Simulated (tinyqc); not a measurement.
Stillinger-Weber potential for a tetrahedral semiconductor. Inputs raised by 2 %, one at a time. Computed by tinyqc, a small Python program. Command: `OMP_NUM_THREADS=1 python tinyqc.py 3022039 3022040 out.jsonl swsi sens`. One thread of a shared host (Intel(R) Xeon(R) Processor @ 2.30GHz), about 0.1 s of CPU time with the checks.

With x = r/sigma: pair term eps A (B x^-4 - 1) exp(1/(x - a)); for each pair of neighbours j, k of atom i, three-body term eps lambda exp(gamma/(x_ij - a) + gamma/(x_ik - a)) (cos theta_jik + 1/3)^2; both vanish beyond x = a. A = 7.049556277, B = 0.6022245584, a = 1.8.

Inputs (values chosen for the exercise, modelled on silicon): energy scale eps = 2.091 eV; length scale sigma = 2.075 angstrom; three-body strength lambda = 21.6; gamma = 1.3.

Constants: 1 eV/angstrom^3 = 160.2176634 GPa.

Method. All angles are tetrahedral, so only the pair term acts; its minimum lies at x = 2^(1/6) with depth eps, and second neighbours lie beyond the cut-off. a0 = 4 d/sqrt3; E = -2 eps per atom. Second derivatives of the energy per atom, volume a0^3/8: e_xx gives C11, e_xx = -e_yy gives 2 (C11 - C12), e_xy = e_yx = h/2 gives the unrelaxed C44(0). Under that shear the second sublattice shifts by u_z; minimising over u_z gives C44 = C44(0) - E_hu^2/(E_uu V) and Kleinman's zeta = |E_hu/E_uu|/(a0/4). The optical force constant is k = 4 E_uu, with M omega^2 = k at the zone centre.

Runs:
```
input moved                     from       to  C11 (GPa)  C44 (GPa)  internal strain zeta  optical force constant k (eV/angstrom^2)
base run                           -        -     138.68     45.543               0.69842                                    33.844
energy scale eps (eV)          2.091  2.13282     141.45     46.454               0.69842                                    34.521
length scale sigma (angstrom)  2.075   2.1165     130.68     42.916               0.69842                                    32.530
three-body strength lambda      21.6   22.032     139.44     46.268               0.69362                                    33.980
gamma                            1.3    1.326     135.87     42.815               0.71649                                    33.341
```

Exponents ln(y'/y) / ln(x'/x):
```
input                          C11     C44  internal strain zeta  optical force constant k
energy scale eps             1.000   1.000                 0.000                     1.000
length scale sigma          -3.000  -3.000                 0.000                    -2.000
three-body strength lambda   0.276   0.797                -0.348                     0.203
gamma                       -1.033  -3.120                 1.290                    -0.756
```

Among the inputs moved here: C11 answers most in size to length scale sigma (exponent -3.000), next to gamma (-1.033). Its exponent +1.000 in energy scale eps: eps sets the scale. Its exponent -3.000 in length scale sigma: energy over volume. C44 answers most in size to gamma (exponent -3.120), next to length scale sigma (-3.000). Its exponent -3.000 in length scale sigma: energy over volume. Internal strain zeta answers most in size to gamma (exponent +1.290), next to three-body strength lambda (-0.348); its exponent is below 0.0005 for energy scale eps, length scale sigma. Its exponent 0.000 in energy scale eps: zeta depends only on the ratio of bending to stretching stiffness. Optical force constant k answers most in size to length scale sigma (exponent -2.000), next to energy scale eps (+1.000). Its exponent -2.000 in length scale sigma: energy over length squared.

Caution (all rows): the original fit to silicon is too soft in shear (C44) and too stiff for the optical mode.
